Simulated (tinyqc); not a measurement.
Approach to the steady line: permeation of metal atoms or ions through a thin barrier or dielectric: time lag, field-aided drift and lifetime. Computed by tinyqc, a small Python program. Command: `OMP_NUM_THREADS=1 python tinyqc.py 3006188 3006189 out.jsonl barrier walk`. One thread of a shared host (Intel(R) Xeon(R) Processor @ 2.30GHz), about 0.01 s of CPU time with the checks.

The film 0 < x < d is empty at first; C = C0 at x = 0 and C = 0 at x = d. dC/dt = D d2C/dx2 - v dC/dx with drift v = D z e V/(k_B T d) (uniform field, no space charge).

Inputs (values chosen for the exercise, for a model case: singly charged ions through a dielectric):

| quantity | value | unit |
|---|---|---|
| thickness d | 16 | nm |
| prefactor D0 | 2.4e-06 | cm^2/s |
| activation energy E | 0.828 | eV |
| concentration at the source side C0 | 3.6e+15 | 1/cm^3 |
| charge number z | 1 | - |
| voltage V (positive drives ions across) | 0.081 | V |
| test temperature T | 175 | C |

Constants: k_B = 8.617333262e-05 eV/K.

Method:
- D = D0 exp(-E/(k_B T)); time scale d^2/D; Peclet number P = z V/(k_B T), k_B T in eV; 1 nm = 1e-7 cm.
- Temperatures in kelvin are T(C) + 273.15.
- Steady flux J = (D C0/d) P/(1 - exp(-P)); time lag in units of d^2/D: s_L = [P (1 + exp(-P))/(1 - exp(-P)) - 2]/P^2 (P = 0: J = D C0/d, s_L = 1/6).
- Dose through the film Q(s) = C0 d {f (s - s_L) - 2 exp(P/2) sum_(n=1..200) (-1)^n n^2 pi^2 exp(-l_n s)/l_n^2}, l_n = n^2 pi^2 + P^2/4, f = P/(1 - exp(-P)) the relative flux.
- Short-time form for P = 0: Q/(C0 d) = 4 sqrt(s) ierfc(1/(2 sqrt(s))), ierfc(y) = exp(-y^2)/sqrt(pi) - y erfc(y).

Peclet number P = 2.09744

flux relative to D C0/d = 2.39098

time lag s_L = 0.155600

Q/(C0 d):

| s | series | steady line f (s - s_L) | series without field | short-time form, no field |
|---|---|---|---|---|
| 0.03 | 1.3448e-05 | -0.3003 | 4.8419e-06 | 4.8419e-06 |
| 0.05 | 7.3769e-04 | -0.2525 | 2.6934e-04 | 2.6934e-04 |
| 0.08 | 8.6330e-03 | -0.1808 | 3.2066e-03 | 3.2066e-03 |
| 0.12 | 3.9360e-02 | -0.0851 | 1.4887e-02 | 1.4887e-02 |
| 0.20 | 1.5831e-01 | 0.1062 | 6.1464e-02 | 6.1463e-02 |
| 0.30 | 3.6268e-01 | 0.3453 | 1.4382e-01 | 1.4379e-01 |
| 0.50 | 8.2540e-01 | 0.8235 | 3.3479e-01 | 3.3326e-01 |
| 0.80 | 1.5408e+00 | 1.5407 | 6.3341e-01 | 6.1838e-01 |
| 1.20 | 2.4971e+00 | 2.4971 | 1.0333e+00 | 9.7002e-01 |

What follows from these numbers?

The dose lies above the steady line at all times and, among these rows, is within 1 % of it from s = 0.5 on (the lag is s_L = 0.156); for a known P the intercept of that line gives D and its slope D C0. The field changes the dose by a factor 2.78 in the first row and 2.42 in the last; at short times the factor tends to exp(P/2) = 2.85.

Extremes, crossings and ranges named in words are read from the listed rows.
